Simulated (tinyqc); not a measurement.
Koster-Slater impurity in a tight-binding band, by Green functions and by supercells: one step, computed by the program tinyqc. Command: `OMP_NUM_THREADS=1 python tinyqc.py 3012504 3012505 out.jsonl kosterslater walk`. One thread of a shared host (Intel(R) Xeon(R) Processor @ 2.30GHz), about 0.03 s of CPU time with the checks.

One orbital per site, e(k) = -2 t sum cos(k_i) over 2 direction(s), band from -4 t to 4 t, lattice constant 1. One site has the extra energy U. Spin is left out.

Problem. Scattering. T = U/(1 - U G0); phase shift delta = -arg(1 - U G0) in (-pi, pi]; host density of states -Im G0/pi; on the impurity -Im[G0/(1 - U G0)]/pi; lifetime of a band state hbar/(-2 c Im T).

Inputs (values chosen for the exercise, for a model band): impurity potential U = -2.45 eV; impurity concentration c = 0.01 per site.

Lattice: square.

G0(E + i eta) = -0.3861954-0.3510091i 1/eV

Constants: hbar = 6.582119569e-16 eV s.

Give: T matrix; phase shift delta; host density of states; density of states on the impurity; scattering lifetime.

Solution.

T matrix = -0.178-2.838i eV

phase shift delta = 1.508 rad

host density of states = 0.1117 1/eV

density of states on the impurity = 0.1505 1/eV

scattering lifetime = 11.60 fs

The Born approximation would take Im T = U^2 Im G0 = -2.11 eV, 0.742 times the full value.
